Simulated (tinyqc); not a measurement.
A barrier in a uniform field, exact transmission by Airy functions: effect of the emitter mass.

The left lead has its band edge at 0, the barrier edge falls as U(x) = U0 - F x with F = V/d for 0 < x < d, and the right lead has its edge at -V. No transverse momentum; C = hbar^2/(2 m0); psi and psi'/m are continuous. M carries (psi, psi'/m) across the barrier.

Energy scale e = (C F^2/m1)^(1/3), z(x) = (U(x) - E)/e, s = (dz/dx)/m1 = -F/(e m1); v = k/m in a lead. With a = Ai, a' = Ai', b = Bi, b' = Bi' at z1 (left edge) and z2 (right edge): M11 = pi (a2 b1' - b2 a1'), M12 = (pi/s)(b2 a1 - a2 b1), M21 = pi s (a2' b1' - b2' a1'), M22 = pi (b2' a1 - a2' b1). With M acting on (psi, psi'/m) and v = k/m in each lead, T(E) = 4 vL vR/[(vL vR M12 - M21)^2 + (vR M11 + vL M22)^2]. WKB: exp(-S), S = (4/(3 F)) sqrt(m1/C) [max(U0 - E, 0)^1.5 - max(U0 - F d - E, 0)^1.5].

Parameters, values chosen for the exercise; U0 - E and the mass are of the order of those of aluminium oxide on silicon:

| symbol | value | unit | meaning |
|---|---|---|---|
| U0 | 2.83 | eV | barrier edge at x = 0 |
| m1 | 0.39 | m0 | mass in the barrier |
| E | 0.16 | eV | electron energy |
| d | 0.8 | nm | barrier width |
| V | 0.98 | V | voltage across the barrier |
| mR | 0.67 | m0 | mass in the right lead |

Constants: q = 1.602176634e-19 C, hbar = 1.054571817e-34 J s, m0 = 9.1093837015e-31 kg, hbar^2/(2 m0) = 0.0380998212 eV nm^2. Results are converted to the units shown.

The same in every row: exp(-S) = 5.3026e-4.

Results:

| mL (m0) | vL (1/nm) | T(E), exact | ratio |
|---|---|---|---|
| 0.088 | 6.9081 | 0.0015434 | 2.9107 |
| 0.15 | 5.2912 | 0.0012993 | 2.4504 |
| 0.25 | 4.0985 | 0.0010665 | 2.0113 |
| 0.43 | 3.1251 | 8.4491e-4 | 1.5934 |
| 1.2 | 1.8707 | 5.2399e-4 | 0.98818 |
| 2.1 | 1.4141 | 3.9956e-4 | 0.75351 |

Estimate the missing row, mL = 0.72 m0.

Computed row:

| mL (m0) | vL (1/nm) | T(E), exact | ratio |
|---|---|---|---|
| 0.72 | 2.4151 | 6.6751e-4 | 1.2588 |

With this row back in the table: WKB does not see the lead: exp(-S) stays at 5.30e-4. The ratio of exact to WKB falls from 2.91 to 0.754; K/m1 at the left edge is 13.4 1/nm, and vL passes from 6.91 to 1.41 1/nm. In every row the field exceeds 10 MV/cm (up to 12.2), more than most dielectrics sustain; the model ignores breakdown.

Range of the model: Masses are held fixed, although real bands cease to be parabolic a few tenths of an eV from their edges.

tinyqc, about 0.01 s, one thread, Intel Xeon 2.30GHz (shared host): `OMP_NUM_THREADS=1 python tinyqc.py 2580123 2580124 out.jsonl`
